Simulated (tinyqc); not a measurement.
Five-level k.p model folded onto the conduction band, step by step. Values are carried at full precision from step to step, so a last printed digit may differ when a step is redone from the rounded ones.

Second-order sums for the lowest conduction level at E: 1/m = 1 + Cm + (Ep/3)(2/E + 1/(E + Dso)) - (Ep2/3)(2/(E7 + D2 - E) + 1/(E7 - E)); g/2 = 1 + Cg - (Ep/3)(1/E - 1/(E + Dso)) - (Ep2/3)(1/(E7 - E) - 1/(E7 + D2 - E)). E is counted from the top of the valence band; E = Eg at the edge.

Constants: hbar^2/2m0 = 3.80998211 eV angstrom^2.

Values chosen for the exercise (near those of CdTe; not measured data): Eg = 1.605 eV (gap at Gamma to the s-like level); Dso = 0.913 eV (spin-orbit splitting); Ep = 18.7 eV (Kane energy); E7 = 5.46 eV (upper Gamma7 conduction level, from the valence top); D2 = 0.32 eV (its spin-orbit splitting, Gamma8 above Gamma7); Ep2 = 2.5 eV (Kane energy to the upper levels); Cm = -0.3 (remote term in 1/m); Cg = -0.02 (remote term in g/2); k = 0.068 1/angstrom (wave vector along z).

## Mass and g factor term by term

Evaluate at E = Eg.

Terms:
```
level           part of 1/m  part of g
free + remote        0.7000     1.9600
Gamma8 valence       7.7674    -7.7674
Gamma7 valence       2.4755     4.9510
Gamma8 upper        -0.3992     0.3992
Gamma7 upper        -0.2162    -0.4323
```

m = 0.0968 m0
g = -0.890

The valence levels give 10.24 to 1/m and the upper levels take 0.62 away. In g the two valence terms nearly cancel when Dso is small against Eg; here Dso/Eg = 0.57 and they leave -2.816, the upper pair -0.033.

## The matrix at one k

For k along z and one spin sector the level c couples to four states. With c0 = hbar^2/2m0, P = sqrt(Ep c0), P2 = sqrt(Ep2 c0): diagonal Eg + (1 + Cm) c0 k^2 for c, and 0, -Dso, E7 + D2, E7 for lh, so, G8 up, G7 up (their own dispersion is left out); couplings of c: sqrt(2/3) P k to lh, sqrt(1/3) P k to so, sqrt(2/3) P2 k to G8 up, sqrt(1/3) P2 k to G7 up (phases chosen real).

Fill in the matrix.

H (eV), rows c, lh, so, G8 up, G7 up and columns alike:
$$\begin{pmatrix}
1.61733 & 0.46865 & 0.33138 & 0.17135 & 0.12117 \\
0.46865 & 0 & 0 & 0 & 0 \\
0.33138 & 0 & -0.91300 & 0 & 0 \\
0.17135 & 0 & 0 & 5.78000 & 0 \\
0.12117 & 0 & 0 & 0 & 5.46000
\end{pmatrix}$$

## Exact folding onto c

Solve E = H_cc + S(E), S(E) = sum_j H_cj^2/(E - H_jj), from E = H_cc, by plain substitution and by Newton steps on E - H_cc - S(E). The weight of c in the state is Z = 1/(1 - dS/dE). The exact level is the third eigenvalue of H from below.

Iterates (eV):
```
step  substitution   Newton
0          1.61733  1.61733
1          1.78565  1.76983
2          1.76967  1.77096
3          1.77107  1.77096
4          1.77095  1.77096
5          1.77096  1.77096
6          1.77096  1.77096
7          1.77096  1.77096
```

exact level = 1.77096 eV
Z = 0.9190

Substitution multiplies the error by about dS/dE = 1 - 1/Z = -0.088 a step, so it alternates; after 7 steps it is off by 6.9e-09 eV, while Newton is within 1e-5 eV from step 2 on.

## Loewdin series

Expanding E = H_cc + S(E) about Eg in powers of k^2, with s_n = sum_j H_cj^2/(Eg - H_jj)^n: order k^2: e2 = (1 + Cm) c0 k^2 + s1; order k^4: e4 = -s2 e2; order k^6: e6 = s3 e2^2 + s2^2 e2.

Give each order and the partial sums, counted from Eg.

s1 (eV), s2 (no unit), s3 (1/eV); (1 + Cm) c0 k^2 is H_cc - Eg: [0.16961, 0.10525, 0.05934]

e2, e4, e6 (eV): [0.18194, -0.01915, 0.00398]

partial sums (eV): [0.18194, 0.16279, 0.16677]

The exact value is 0.16596 eV; the errors of the partial sums are +15.98, -3.17 and +0.81 meV.

## Checks

- Curvature of the exact level at small k against the sum for 1/m: both 10.328.

Run: tinyqc, `OMP_NUM_THREADS=1 python tinyqc.py 1080401 1080402 out.jsonl`; Intel(R) Xeon(R) Processor @ 2.30GHz, one thread, shared host; about 0.01 s of CPU time with all checks.
